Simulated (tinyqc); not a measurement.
Rate against temperature: collinear exchange A + BC -> AB + C on a London-Eyring-Polanyi-Sato surface: saddle, string of images and rate. Computed by tinyqc, a small Python program. Command: `OMP_NUM_THREADS=1 python tinyqc.py 3111701 3111702 out.jsonl leps walk`. One thread of a shared host (Intel(R) Xeon(R) Processor @ 2.30GHz), about 0.06 s of CPU time with the checks.

x = r(AB), y = r(BC), r(AC) = x + y. V is counted from separated atoms, the barrier from A + BC, that is V + D(BC).

Inputs (values chosen for the exercise, bond data loosely for abstraction of hydrogen from a Ge-H bond by a hydrogen atom; the barrier is not fitted):
```
quantity            value           unit
D(AB)                4.77             eV
r0(AB)              0.742       angstrom
beta(AB)             1.94     1/angstrom
D(BC)                3.71             eV
r0(BC)               1.53       angstrom
beta(BC)             1.45     1/angstrom
D(AC)                3.68             eV
r0(AC)               1.53       angstrom
beta(AC)             1.45     1/angstrom
Sato parameter S    0.062              -
mass of A           1.008              u
mass of B           1.008              u
mass of C            72.6              u
temperature T        1200              K
step of the string   0.01  angstrom^2/eV
```

Constants: nu for 1 eV/(angstrom^2 u) = 15.6333042 THz; h x 1 THz = 4.135667696 meV; k_B = 1.380649e-23 J/K; u = 1.6605390666e-27 kg; k_B = 8.617333262e-05 eV/K.

Method:
- For each pair, with u = exp(-beta (r - r0)): Q = D [(3 + S) u^2 - (2 + 6 S) u]/(4 (1 + S)), J = D [(1 + 3 S) u^2 - (6 + 2 S) u]/(4 (1 + S)); V = Q1 + Q2 + Q3 - sqrt(((J1 - J2)^2 + (J2 - J3)^2 + (J3 - J1)^2)/2).
- String of 9 images between the fixed ends (r0(AB) + 2, r0(BC)) and (r0(AB), r0(BC) + 2), started on the two straight legs through (r0(AB) + 0.3, r0(BC) + 0.3): each iteration moves the inner images by -step x gradient (central differences) and spaces them evenly again along the broken line (coordinates are kept between 0.2 and 8 angstrom); stop when no coordinate changes by more than 1e-5 angstrom, at most 400 iterations.
- From the highest inner image, z -> z - H^-1 g with gradient g and Hessian H by central differences, steps capped at 0.15 angstrom, 12 steps.
- Wilson matrix G = [[1/m_A + 1/m_B, -1/m_B], [-1/m_B, 1/m_B + 1/m_C]]; eigenvalues lambda of G H give nu = 15.6333042 THz x sqrt(|lambda|), the negative one being imaginary. Reactant: nu_BC from k = 2 D beta^2 and 1/m_B + 1/m_C. Skew angle: cos = sqrt(m_A m_C/((m_A + m_B)(m_B + m_C))).
- One-dimensional rate constant without tunnelling, k = sqrt(k_B T/(2 pi mu)) [sinh(h nu_BC/(2 k_B T))/sinh(h nu_s/(2 k_B T))] exp(-barrier/(k_B T)) with mu = m_A (m_B + m_C)/(m_A + m_B + m_C); Wigner factor 1 + (h nu_i/(k_B T))^2/24; adiabatic barrier = barrier + h (nu_s - nu_BC)/2.

nu_BC = 61.9277 THz

real frequency at the saddle = 29.4214 THz

barrier = 0.473450 eV

imaginary frequency = 61.8927 THz

adiabatic barrier = 0.406232 eV

Rates; the last column is k_B T^2 d ln k/dT:
```
T (K)    k (cm/s)  Wigner factor  activation energy (eV)
300    9.5527e-03         5.0848                 0.42026
400    5.7205e-01         3.2977                 0.42699
550    1.7480e+01         2.2153                 0.43889
750    2.1537e+02         1.6536                 0.45543
1000   1.2977e+03         1.3676                 0.47470
1400   6.5227e+03         1.1876                 0.50160
2000   2.3605e+04         1.0919                 0.53612
```

The activation energy goes from 0.420 eV at 300 K, near the adiabatic barrier plus k_B T/2 (0.419), to 0.536 eV at 2000 K; the classical limit is the barrier plus k_B T/2 (0.560).

Extremes, crossings and ranges named in words are read from the listed rows.
